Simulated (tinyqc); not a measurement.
Chemical-mechanical planarisation: Preston law, pattern density and step-height reduction: one step, computed by the program tinyqc. Command: `OMP_NUM_THREADS=1 python tinyqc.py 3024302 3024303 out.jsonl cmp walk`. One thread of a shared host (Intel(R) Xeon(R) Processor @ 2.30GHz), about 0.01 s of CPU time with the checks.

A row of 12 cells, repeated periodically, holds raised features that cover a share rho of each cell.

Problem. Blanket rate. With equal rotation speeds the relative speed is uniform, v = omega r_c; Preston rate R0 = K P v.

Inputs (values chosen for the exercise, close to those used for oxide polishing): Preston coefficient K = 5.2e-14 1/Pa; pressure P = 34 kPa; platen and carrier speed = 80 rpm; distance between the centres = 17 cm.

Give: relative speed v; blanket rate R0.

Solution.

relative speed v = 1.424 m/s

blanket rate R0 = 2.518 nm/s
